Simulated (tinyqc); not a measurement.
Permittivity of the insulator from five potentials.

Question. A node lies on a semiconductor-insulator interface. Steps: hs = tb/3 down into the semiconductor, ho = tox/2 up into the insulator, hy = L/7 sideways. The flux balance of its box reads eox (hy/ho)(above - node) + eps_r (hy/hs)(below - node) + [(eps_r hs + eox ho)/(2 hy)](left + right - 2 node) - q Na (hs/2) hy/eps0 = 0. Find eox.

Values chosen for this exercise; semiconductor permittivity close to that of silicon:

| symbol | value | unit | meaning |
|---|---|---|---|
| eps_r | 11.6 |  | relative permittivity of the semiconductor |
| tb | 3 | nm | half the body thickness |
| tox | 2.7 | nm | insulator thickness |
| L | 32 | nm | channel length |
| Na | 0 | cm^-3 | acceptor density of the depleted body |

Constants: q = 1.602176634e-19 C, eps0 = 8.8541878128e-14 F/cm where lengths are in cm. Results are converted to the units shown.

psi (V): node 0.10428316, above -0.042621683, below 0.15205465, left -0.097403222, right 0.81

Solution. The balance is linear in eox.

eox = 7.500

tinyqc, about 0.1 s, one thread, Intel Xeon 2.30GHz (shared host): `OMP_NUM_THREADS=1 python tinyqc.py 2480110 2480111 out.jsonl`
